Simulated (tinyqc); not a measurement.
# Trap density from two Hall measurements

Question. p-type body, charge-sheet picture, full ionisation (an idealisation for deep acceptors), Boltzmann statistics for free electrons. e = Ec - EF at the surface. psi = Eg - Vt ln(Nv/Na) - e; N_dep = sqrt(2 eps0 eps_r Na (psi - Vt)/q); n_f = sqrt(N_dep^2 + 2 eps0 eps_r Vt Nc exp(-e/Vt)/q) - N_dep; Vg = Vfb + psi + q (N_dep + n_t + n_f)/Cox, Cox = eps0 eox/tox. Find e and n_t at both points and the mean trap density between them.

Parameters, values chosen for the exercise; band and dielectric values close to those of 4H silicon carbide:
- T = 300 K (temperature)
- Eg = 3.21 eV (band gap)
- eps_r = 9.8 (relative permittivity)
- Nc = 1.68e19 cm^-3 (conduction-band density of states at T)
- Nv = 2.52e19 cm^-3 (valence-band density of states at T)
- eox = 3.9 (relative permittivity of the insulator)
- tox = 41 nm (insulator thickness)
- Na = 4.5e16 cm^-3 (acceptor density)
- Vfb = -2.25 V (flat-band voltage without trapped charge)

Constants: q = 1.602176634e-19 C, kB = 1.380649e-23 J/K, Vt = kB T/q, eps0 = 8.8541878128e-14 F/cm where lengths are in cm. Results are converted to the units shown.

Vg (V): 3.7640327  5.2565719
free sheet density from the Hall effect (cm^-2): 1.1031252e9  3.2260302e10

Solution. Each n_f fixes e; what the gate voltage holds beyond psi, N_dep and n_f is trapped; the difference quotient is the density, smeared over a few Vt.

e (eV): 0.1940  0.1060
n_t (cm^-2): 4.871e11  1.176e12
mean trap density = 7.830e12 cm^-2 eV^-1

Program tinyqc, `OMP_NUM_THREADS=1 python tinyqc.py 2222214 2222215 out.jsonl`; Intel Xeon 2.30GHz, shared host, one thread, about 0.02 s.
